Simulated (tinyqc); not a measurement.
From results back to parameters: Weaire-Thorpe hybrids on a Bethe lattice: gap and dangling bond of an amorphous tetrahedral solid. Three cases, with inputs chosen for the exercise.

Problem. In the Weaire-Thorpe model the two p-like peaks lie at -V2 + V1 and V2 + V1, and the guaranteed gap is 2 V2 - 4 V1. The peak positions come from hidden V1 and V2.

Case 1.

peaks (eV): bonding -7.780, antibonding 12.080

Case 2.

peaks (eV): bonding -2.560, antibonding 6.020

Case 3.

peaks (eV): bonding -2.160, antibonding 5.840

Find: V1, V2; guaranteed gap; lowest possible level -3 V1 - V2.

Solution. The mean of the peaks is V1 and half their distance V2.

Case 1.

V1, V2 (eV): 2.15  9.93

guaranteed gap = 11.26 eV
lowest possible level -3 V1 - V2 = -16.38 eV

Case 2.

V1, V2 (eV): 1.73  4.29

guaranteed gap = 1.66 eV
lowest possible level -3 V1 - V2 = -9.48 eV

Case 3.

V1, V2 (eV): 1.84  4.00

guaranteed gap = 0.64 eV
lowest possible level -3 V1 - V2 = -9.52 eV

Computed by tinyqc, one run a case: `OMP_NUM_THREADS=1 python tinyqc.py N N+1 out.jsonl` with N = 1482649, 1482659, 1482665; one thread of a shared Intel(R) Xeon(R) Processor @ 2.30GHz, about 0.05 s a run at most.
